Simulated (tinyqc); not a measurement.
What each parameter of the potential does: deformation potentials from a strained empirical pseudopotential.

Diamond lattice, no spin-orbit coupling. Atomic form factor V(q) = a1 (q^2 - a2)/(a3 exp(a4 q^2) - 1) in rydberg with q in 1/bohr, for the unstrained cell. Under a strain e the reciprocal vectors and k go over into (1 + e)^(-1) G, the atoms sit at +/- tau with tau = (1 + e) a (1,1,1)/8 - zeta a (eyz, ezx, exy)/4, and H(G,G') = c |k + G|^2 delta + (V(q)/det(1 + e)) cos(q.tau), q = G - G', with the term q = 0 left out; c = hbar^2/2m0. The basis is fixed before straining: all G with |k + G|^2 up to 16 (2 pi/a)^2. k is given in units of 2 pi/a of the unstrained cell.

Constants: hbar^2/2m0 = 3.80998211 eV angstrom^2; Ry = 13.60569312 eV; a0 (Bohr radius) = 0.5291772105 angstrom.

Inputs chosen for the exercise (near those of Si; shifted at random, so the results belong to these values and not to a real crystal):
- a = 5.441 angstrom (lattice constant)
- a1 = 0.54
- a2 = 2.208
- a3 = 2.063
- a4 = 0.492
- kD = 0.82 2 pi/a (position of the Delta minimum)

Gaps from the valence top to level 8 at Gamma and level 5 at (kD,0,0) and L, and their deformation potentials [E(+h) - E(-h)]/(3 ln((1 + h)/(1 - h))) for e = +/- h 1, h = 0.002. The row for the lattice constant keeps V(q) without the volume factor, so it is not a strain.

Results for these values:
```
case  Gamma (eV)  Delta (eV)  L (eV)  potential Gamma (eV)  potential Delta (eV)  potential L (eV)
base       3.920       1.177   1.975                 -8.80                  2.61             -1.93
```

What happens to each result for a = 5.387 angstrom, all else kept?

Answer: Gamma rises from 3.920 to 4.046; Delta falls from 1.177 to 0.880; L falls from 1.975 to 1.873; potential Gamma rises from -8.80 to -8.50; potential Delta rises from 2.61 to 2.91; potential L rises from -1.93 to -1.75.

The same for each parameter in turn:
```
case                Gamma (eV)  Delta (eV)  L (eV)  potential Gamma (eV)  potential Delta (eV)  potential L (eV)
base                     3.920       1.177   1.975                 -8.80                  2.61             -1.93
a = 5.387 angstrom       4.046       0.880   1.873                 -8.50                  2.91             -1.75
a1 = 0.545               3.960       1.244   2.024                 -8.88                  2.60             -1.94
a2 = 2.186               4.037       1.102   1.979                 -8.73                  2.66             -1.89
a3 = 2.042               3.966       1.274   2.042                 -8.89                  2.61             -1.93
a4 = 0.487               4.013       1.264   2.051                 -8.97                  2.53             -2.01
```

Run: tinyqc, `OMP_NUM_THREADS=1 python tinyqc.py 1880353 1880354 out.jsonl`; Intel(R) Xeon(R) Processor @ 2.30GHz, one thread, shared host; about 0.2 s of CPU time with all checks.
